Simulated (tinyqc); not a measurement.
# Growth of a silicide layer between metal and silicon: linear-parabolic kinetics, ramp anneals and Kissinger analysis, step by step

A worked calculation. Computed by tinyqc, a small Python program that keeps every step. Command: `OMP_NUM_THREADS=1 python tinyqc.py 3018922 3018923 out.jsonl silicide walk`. One thread of a shared host (Intel(R) Xeon(R) Processor @ 2.30GHz), about 0.2 s of CPU time with the checks. Intermediate numbers are printed to about 5 digits and carried at full precision; extremes and crossings named in words are read from the listed rows.

One compound layer of thickness x grows by diffusion through itself and reaction at an interface, dx/dt = 1/(2x/K + 1/v), until the metal is used up at x = a h.

Inputs (values chosen for the exercise, modelled on CoSi2): metal thickness h = 13 nm; silicide formed per metal thickness a = 3.52; silicon consumed per metal thickness b = 3.64; prefactor of the parabolic constant K = 1.3e+14 nm^2/s; activation energy E of K = 2.38 eV; prefactor of the interface velocity v = 2.1e+15 nm/s; activation energy E_v = 2.62 eV; temperature T = 595 C; time t = 650 s; ramp rate beta = 10 C/s; silicide resistivity = 17 micro-ohm cm; junction depth x_j = 71 nm.

Constants: k_B = 8.617333262e-05 eV/K.

## Final thickness

The silicide ends at the thickness a h.

final thickness = 45.76 nm

## Geometry at full reaction

Silicon consumed b h, sheet resistance rho/(final thickness) with 1 micro-ohm cm/nm = 10 ohm; margin to the junction x_j - b h.

silicon consumed = 47.32 nm

sheet resistance = 3.7150 ohm/square

margin to the junction = 23.68 nm

The layer takes 67 % of the junction depth; its surface lies 1.56 nm below the original silicon surface.

## Isothermal growth

K = K0 exp(-E/(k_B T)), v = v0 exp(-E_v/(k_B T)). Temperatures in kelvin are T(C) + 273.15. x^2/K + x/v = t, so x = (K/(2v)) [sqrt(1 + 4 v^2 t/K) - 1], capped at a h; completion time t_c = (a h)^2/K + a h/v, a h being the final thickness; crossover thickness K/v.

K = 1.9842 nm^2/s

v = 1.2960 nm/s

crossover thickness = 1.5310 nm

thickness at time t = 35.155 nm

completion time = 1090.6 s

77 % has reacted. Diffusion makes up 97 % of the completion time. Caution: a disilicide really forms through metal-rich phases and by nucleation, not as one layer from the metal.

## Ramp anneal

Ramp from x = 0 at 100 C at the rate beta: dx/dT = (1/beta)/(2x/K + 1/v), integrated adaptively (tolerance 1e-9) until x = a h at T_f.

completion temperature T_f = 782.88 C

## Kissinger analysis

Plot ln(beta/T_f^2) against 1/(k_B T_f), T_f in kelvin; minus the least-squares slope estimates the activation energy.

Ramps:
```
beta (C/s)  T_f (C)  1/(k_B T_f) (1/eV)  ln(beta/T_f^2)
0.03         601.39              13.269         -17.054
0.1          633.81              12.795         -15.923
0.3          665.52              12.363         -14.893
1            702.84              11.890         -13.767
3            739.50              11.460         -12.742
10           782.88              10.989         -11.622
30           825.72              10.560         -10.603
```

Kissinger energy = 2.3814 eV

A thousandfold faster ramp raises the completion temperature by only 224 C. The fit gives 2.381 eV, against E = 2.38 eV for diffusion and E_v = 2.62 eV for the interface: diffusion controls. Caution: nucleation and competing phases are left out; disilicides such as CoSi2 and the low-resistance form of TiSi2 start by nucleation and follow this law at best in part.

Checks made by the program: isothermal closed form against integration (relative difference below 1e-10).
